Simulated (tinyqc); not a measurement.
Worked calculation: strained quantum well: band edges, subbands and transparency. Values are carried at full precision from step to step, so a last printed digit may differ when a step is redone from the rounded ones.

Growth on (001), barriers unstrained: tr(e) = e (2 - nu2), Z = b e (1 + nu2); Ec = Ev + Eg + ac tr(e), E_HH = Ev + av tr(e) + Z, E_LH = Ev + av tr(e) - Z (coupling to the split-off band left out).

Constants: hbar^2/2m0 = 3.80998211 eV angstrom^2; hc = 1239.841984 eV nm; kB = 8.617333262e-05 eV/K.

Inputs chosen for the exercise (near those of a GaAsP/AlGaAs well; shifted at random, so the results belong to these values and not to a real crystal):
```
symbol  value   unit           meaning
e       0.0061                 strain in the plane
nu2     0.919                  2 C12/C11
Eg      1.633   eV             unstrained gap of the well
Ev      -0.88   eV             its valence edge
ac      -7.35   eV
av      1.25    eV             Ev moves by av tr(e)
b       -1.93   eV             shear potential
Egb     1.923   eV             gap of the barrier
Evb     -1      eV             its valence edge
L       52      angstrom       well width
me      0.0777  m0             electron mass
g1      6.48                   gamma1
g2      1.79                   gamma2
meb     0.1     m0
g1b     5.7
g2b     1.6
T       350     K              temperature
Br      2.3     x 1e-4 cm^2/s  two-dimensional radiative coefficient
```

## Strained band edges and offsets

Give tr(e), Z, the edges Ec, E_HH, E_LH and the well depths against the barrier.

tr(e) = 0.00659
Z = -0.0226 eV

Ec, E_HH, E_LH (eV): 0.7045  -0.8943  -0.8492

depths for e, HH, LH (eV): 0.2185  0.1057  0.1508

The well is under tension, which puts LH on top, by 45 meV; the gap becomes 1.5537 eV, -79 meV from the unstrained one.

## Subband edges

Masses along z: me, 1/(g1 - 2 g2) for HH, 1/(g1 + 2 g2) for LH, likewise in the barrier; in the plane me, 1/(g1 + g2) for HH and 1/(g1 - g2) for LH (no mixing, which understates the hole masses away from k = 0). Level n solves k L + 2 atan[(k/m)/(kappa/mb)] = n pi, k = sqrt(m E/c), kappa = sqrt(mb (V - E)/c), c = hbar^2/2m0.

Up to three electron, four HH and two LH levels, on the common energy scale, with their masses in the plane.

Subbands:
```
level   E (eV)  m in the plane
e1      0.7686          0.0777
e2      0.9174          0.0777
lh1    -0.8985          0.2132
hh1    -0.9140          0.1209
hh2    -0.9679          0.1209
lh2    -0.9994          0.2132
```

lowest transition = 1.6671 eV
wavelength hc/E = 743.7 nm

The top hole level is lh1, so the edge is mainly TM polarised; hh1 lies 15 meV lower, within kT at room temperature, so both polarisations contribute.

## Transparency density

Transparency (Bernard-Duraffourg): Fc - Fv equals the lowest transition energy with n = p, n = sum m/(2 pi c) kB T ln(1 + exp((Fc - E)/kB T)) and p likewise over the listed subbands; c = hbar^2/2m0, 1/angstrom^2 = 1e16/cm^2.

Solve for u = (Fc - e1)/kB T; give n_tr, the share of holes in the top subband and the current e Br n_tr^2 (e = 1.602177e-19 C).

u = 0.962
n_tr = 1.277 x 1e12/cm^2
share = 0.681
current density = 60.1 A/cm^2

For mirror-image bands u = 0 and n_tr = me kB T ln2/(2 pi c) = 0.679 x 1e12/cm^2; the heavier or more numerous hole states raise it by a factor 1.88.

## Checks

- Transparency for equal single subbands against m kB T ln2/(2 pi c): both 0.3743.

Run: tinyqc, `OMP_NUM_THREADS=1 python tinyqc.py 1281771 1281772 out.jsonl`; Intel(R) Xeon(R) Processor @ 2.30GHz, one thread, shared host; about 0.02 s of CPU time with all checks.
